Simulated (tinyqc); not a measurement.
Read current of a NAND string, cells in series solved by shooting: one step of the calculation.

Cells in series, numbered from 0 at the source line (0 V) to the bit line, each followed by a gap resistance Rg. A cell with gate Vg, threshold VT, source Vs and drain Vd passes I = 2 nf K Vt^2 [F(Vs) - F(Vd)]/(1 + th max(Vg - VT, 0)), F(V) = ln^2(1 + exp((Vg - VT - nf V)/(2 nf Vt))). The selected cell has Vg = Vr, the others Vg = Vp.

Task. Node voltages for a trial current. For a trial current I start at 0 V and, cell by cell (the selected one is cell 3), solve for the drain: sqrt(F(Vd)) = sqrt(F(Vs) - I/k), k = 2 nf K Vt^2/(1 + th max(Vg - VT, 0)), Vd = [Vg - VT - 2 nf Vt ln(exp(sqrt F) - 1)]/nf, then add I Rg.

Values chosen for this exercise; values of the order met in vertical NAND strings:
```
symbol,value,unit,meaning
T,300,K,temperature
K,4.8,uA/V^2,gain factor of a cell
nf,2.1,,slope factor
th,0.1,1/V,mobility reduction factor
Rg,8.6,kohm,resistance of the gap between cells
Vbl,0.3,V,bit-line voltage
Vp,5.9,V,pass voltage
Vr,3.21,V,read voltage on the selected word line
```

Constants: q = 1.602176634e-19 C, kB = 1.380649e-23 J/K, Vt = kB T/q. Results are converted to the units shown.

first trial current = 0.18 uA
thresholds from the source end, cell 0 to 4 (V): [-0.6, -0.6, -0.6, 2.6, -0.6]

Give: node voltage after each cell and gap, trial 1.

Result.

node voltage after each cell and gap, trial 1, cell 0 to 4 (V): [0.011082, 0.022198, 0.033349, 0.12551, 0.13700]

Program tinyqc, `OMP_NUM_THREADS=1 python tinyqc.py 2142192 2142193 out.jsonl`; Intel Xeon 2.30GHz, shared host, one thread, about 0.4 s.
